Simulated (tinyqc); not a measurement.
MOSFET in saturation, small-signal circuit and noise: one step of the calculation.

Bias by the inversion coefficient IC = I/Ispec (charge-based model with velocity saturation; weak inversion below 0.1, strong above 10). Common-source circuit: gm, gds, Cgs, Cgd and Cj at the inner nodes, Rg in series with the gate; quasi-static, no source or drain resistance, no gate-body capacitance, no substrate network, no induced gate noise, so fmax is an upper estimate.

Problem. Current, transconductance and gain. Ispec = 2 n mu Cox (W/L) Vt^2, lc = Ls/L, gms = [sqrt((lc IC + 1)^2 + 4 IC) - 1]/[2 + lc (lc IC + 1)], gm = gms Ispec/(n Vt), gds = sg gm.

Values chosen for this exercise:

| symbol | value | unit | meaning |
|---|---|---|---|
| T | 300 | K | temperature |
| L | 130 | nm | gate length |
| W | 10 | um | total gate width |
| Cox | 2.01 | uF/cm^2 | gate capacitance |
| mu | 160 | cm^2/(V s) | mobility |
| n | 1.32 |  | slope factor |
| Ls | 15 | nm | velocity-saturation length |
| sg | 0.026 |  | ratio gds/gm |
| IC | 0.16 |  | inversion coefficient |

Constants: q = 1.602176634e-19 C, kB = 1.380649e-23 J/K, Vt = kB T/q. Results are converted to the units shown.

Give: Ispec; I; gms; gm; gds; gm/I.

Solution.

Ispec = 43.65 uA
I = 6.984 uA
gms = 0.1394
gm = 0.1782 mS
gds = 0.004634 mS
gm/I = 25.52 1/V

Program tinyqc, `OMP_NUM_THREADS=1 python tinyqc.py 2150044 2150045 out.jsonl`; Intel Xeon 2.30GHz, shared host, one thread, about 0.01 s.
